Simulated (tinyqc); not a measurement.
Which lattice a d-band metal prefers: Slater-Koster d bands of an fcc metal.

Slater-Koster d bands. For a bond with direction cosines (l, m, n) the 5 x 5 block is dds Ps + ddp Pp + ddd (1 - Ps - Pp), the projectors on sigma, pi and delta states about the bond; for instance <xy|xy> = 3 l^2 m^2 dds + (l^2 + m^2 - 4 l^2 m^2) ddp + (n^2 + l^2 m^2) ddd, <xy|yz> = 3 l m^2 n dds + l n (1 - 4 m^2) ddp + l n (m^2 - 1) ddd and <3z2-r2|3z2-r2> = (n^2 - (l^2 + m^2)/2)^2 dds + 3 n^2 (l^2 + m^2) ddp + (3/4)(l^2 + m^2)^2 ddd. H(k) sums the blocks times cos(k.R) over the neighbours; the d level is the zero of energy; k in 2 pi/a.

Mesh: k = f1 b1 + f2 b2 + f3 b3 with fractions (j + 1/2)/N, j = 0 to N - 1, and b = (-1,1,1), (1,-1,1), (1,1,-1) for fcc, (0,1,1), (1,0,1), (1,1,0) for bcc, unit vectors for simple cubic. The lowest Nd/10 of all levels are filled with two electrons each; the bond energy is their sum per atom.

Parameters, chosen for this exercise (of the size met in Co; shifted at random, so the results belong to these values and not to a real crystal):

| symbol | value | unit | meaning |
|---|---|---|---|
| dds | -0.482 | eV | dd sigma |
| ddp | 0.236 | eV | dd pi |
| ddd | -0.077 | eV | dd delta |
| f2 | 0.487 |  | factor for second neighbours in bcc |
| N | 10 |  | mesh |

fcc has twelve neighbours, bcc eight and six (the six times f2), simple cubic six. The integrals of bcc and sc are scaled so that all three have the second moment of fcc, which stands for equal repulsion (structural energy difference theorem). s and p electrons are left out.

Bond energy per atom:

| Nd | fcc (eV) | bcc - fcc (meV) | sc - fcc (meV) |
|---|---|---|---|
| 1 | -1.468 | 97 | -141 |
| 2 | -2.545 | 55 | -64 |
| 3 | -3.354 | -92 | 97 |
| 4 | -3.898 | -184 | 288 |
| 5 | -4.074 | 19 | 353 |
| 6 | -3.850 | 169 | 240 |
| 7 | -3.279 | 157 | 23 |
| 8 | -2.462 | 59 | -147 |
| 9 | -1.359 | -63 | -250 |

scale factors: bcc 1.1285, sc 1.4142

mu3/mu2^1.5: fcc -0.091, bcc -0.090, sc 0.000

mu4/mu2^2: fcc 1.775, bcc 1.691, sc 2.587

largest change of a difference when N is raised to 14 = 11 meV

fcc is lowest for Nd = 5, 6 and 7. bcc is lowest for Nd = 3 and 4. sc is lowest for Nd = 1, 2, 8 and 9. bcc gains most on fcc at Nd = 4 (-184 meV). A small fourth moment marks a two-peaked band, which tends to favour fillings near one half; bcc has -5 % against fcc, and at Nd = 5 it lies +19 meV from fcc, which the fourth moment alone does not explain (differences of a few tens of meV are within the error of the mesh; hcp is left out, and this d-only model can miss the lattice of the real metal). The third moments, from three-membered rings, skew the bands. That simple cubic wins anywhere comes from keeping d bands and equal second moments alone; no transition metal takes it. Differences below about 11 meV are within the error of this mesh, and the s and p electrons left out weigh most where the d band is nearly empty or full.

Program tinyqc; command `OMP_NUM_THREADS=1 python tinyqc.py 1452184 1452185 out.jsonl`; about 0.06 s on one thread of a shared Intel(R) Xeon(R) Processor @ 2.30GHz.
